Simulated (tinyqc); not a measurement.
Bandgap voltage reference from two bipolar transistors: effect of the area ratio of the second transistor.

Two transistors of area 1 and N carry the same current I. Is(T) = Is (T/T0)^eta exp[(Vg0 q/kB)(1/T0 - 1/T)], VBE1 = Vt ln(I/Is(T)) + I rb, VBE2 = Vt ln(I/(N Is(T))) + I rb/N. The amplifier forces I R1(T) = VBE1 - VBE2 + Vos, with R(T) = R (1 + tc (T - T0)) for both resistors, and the output is Vref = VBE1 + I R2(T). Base currents and the Early effect are neglected.

Vt = kB T/q; I = (Vt ln N + Vos)/(R1(T) - rb (1 - 1/N)). Box coefficient: span of Vref between 233 and 398 K over its average over T and over 165 K. The last column is the R2 that gives zero slope at T0.

Parameters, values chosen for the exercise; values of the order met in silicon bipolar transistors:
```
symbol,value,unit,meaning
T0,298,K,reference temperature
Vg0,1.143,V,band-gap voltage extrapolated to 0 K
eta,3.4,,temperature exponent of the saturation current
Is,1.9e-16,A,saturation current of the unit transistor at T0
R1,5.4,kohm,"resistor across which the difference of VBE falls, at T0"
tc,-1400,ppm/K,temperature coefficient of both resistors
Vos,0,mV,offset of the amplifier
rb,0,ohm,series resistance of the unit transistor
R2,57.79,kohm,output resistor at T0
```

Constants: q = 1.602176634e-19 C, kB = 1.380649e-23 J/K. Results are converted to the units shown.

Effect of the area ratio of the second transistor:
```
N    I at T0 (uA)  Vref at T0 (V)  slope at T0 (uV/K)  box coefficient (ppm/K)  R2 for zero slope (kohm)
2           3.296          0.7959               -1336                     1734                     178.5
4           6.593           1.004              -636.6                    644.7                     86.56
8           9.889           1.205               37.62                    28.39                     56.66
15          12.88           1.385               640.1                    456.3                     42.98
24          15.11           1.518                1087                    705.5                     36.35
48          18.41           1.713                1744                    998.1                     29.57
100         21.90           1.920                2435                     1240                     24.65
```

As N goes from 2 to 100, Vref rises from 0.7959 to 1.920 V and the box coefficient goes from 1730 through a minimum of 28.4 (at N = 8 among the rows listed) to 1240 ppm/K. A larger N needs a smaller R2/R1, which lowers the gain seen by offset and noise.

tinyqc, about 0.02 s, one thread, Intel Xeon 2.30GHz (shared host): `OMP_NUM_THREADS=1 python tinyqc.py 2062198 2062199 out.jsonl`
